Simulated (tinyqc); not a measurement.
Inputs raised by 10 %, one at a time: finite-size error of a charged defect in a periodic cell: Madelung and Makov-Payne terms. Computed by tinyqc, a small Python program. Command: `OMP_NUM_THREADS=1 python tinyqc.py 3018544 3018545 out.jsonl imagecharge sens`. One thread of a shared host (Intel(R) Xeon(R) Processor @ 2.30GHz), about 0.07 s of CPU time with the checks.

L is the cube root of the cell volume. The defect charge is a Gaussian, rho(r) = q (2 pi sigma^2)^(-3/2) exp(-r^2/2 sigma^2), repeated periodically in a uniform neutralising background and screened by a continuum. The model cell energy is E(L) = E_0 + [periodic - isolated electrostatic energy].

Inputs (values chosen for the exercise, with screening close to that of ZnSe):
```
quantity,value,unit
charge q,3,e
cell length L,18.2,angstrom
dielectric constant eps,9.36,-
width sigma of the defect charge,2,angstrom
formation energy of the isolated defect E_0,2.676,eV
```

Supercell lattice: bcc. Screening: isotropic.

Constants: e^2/(4 pi eps_0) = 14.39964548 eV angstrom.

Method:
- Cell vectors: (-1,1,1), (1,-1,1), (1,1,-1), scaled to volume L^3.
- Ewald sum for a unit point charge: scale each Cartesian component of the cell by 1/sqrt(eps_i), giving R', G' and V'; E = [ (1/2) sum erfc(eta R')/R' + (2 pi/V') sum exp(-G'^2/4 eta^2)/G'^2 - eta/sqrt(pi) - pi/(2 V' eta^2) ] e^2/(4 pi eps_0) / sqrt(eps_x eps_y eps_z), over n_i = -6..6, omitting n = (0,0,0), eta = 2/V'^(1/3). alpha = -2 E eps_g L/(e^2/(4 pi eps_0)), eps_g = (eps_x eps_y eps_z)^(1/3).
- Periodic energy of the Gaussian: (2 pi q^2/V) sum_(G != 0) exp(-sigma^2 G^2)/(G.eps.G) x e^2/(4 pi eps_0), n_i = -k..k with k = max(9, L/sigma rounded up). Isolated energy: q^2/(2 sqrt(pi) sigma) <1/(n.eps.n)> e^2/(4 pi eps_0), the mean over directions n, here 1/eps.
- Second radial moment Q = q <r^2> = 3 q sigma^2; E(corrected) = E(L) + q^2 alpha e^2/(4 pi eps_0)/(2 eps L) - 2 pi q Q e^2/(4 pi eps_0)/(3 eps L^3). Errors left are the corrected energies less E_0.

Runs:
```
input moved,from,to,point-charge correction -q^2 E (eV),Madelung constant alpha,isolated energy (eV),error left after the first term (eV)
base run,-,-,1.099,2.888,1.953,0.05772
cell length L (angstrom),18.2,20.02,0.999,2.888,1.953,0.04337
dielectric constant eps,9.36,10.296,0.999,2.888,1.775,0.05247
width sigma of the defect charge (angstrom),2,2.2,1.099,2.888,1.775,0.06984
```

Exponents ln(y'/y) / ln(x'/x):
```
input,point-charge correction -q^2 E,Madelung constant alpha,isolated energy,error left after the first term
cell length L,-1,0,0,-3
dielectric constant eps,-1,0,-1,-1
width sigma of the defect charge,0,0,-1,2
```

Among the inputs moved here: point-charge correction -q^2 E answers most in size to cell length L (exponent -1.000), and about equally to dielectric constant eps (-1.000); its exponent is below 0.0005 for width sigma of the defect charge. Its exponent -1.000 in cell length L: the Madelung term goes as 1/L. Its exponent -1.000 in dielectric constant eps: isotropic screening divides every term by eps. Madelung constant alpha hardly depends on these (all exponents below 0.005). Isolated energy answers most in size to dielectric constant eps (exponent -1.000), and about equally to width sigma of the defect charge (-1.000); its exponent is below 0.0005 for cell length L. Its exponent -1.000 in width sigma of the defect charge: the self-energy goes as 1/sigma. Error left after the first term answers most in size to cell length L (exponent -3.000), next to width sigma of the defect charge (+2.000). Its exponent -3.000 in cell length L: the third-order term goes as 1/L^3. Its exponent +2.000 in width sigma of the defect charge: the third-order term goes as sigma^2.
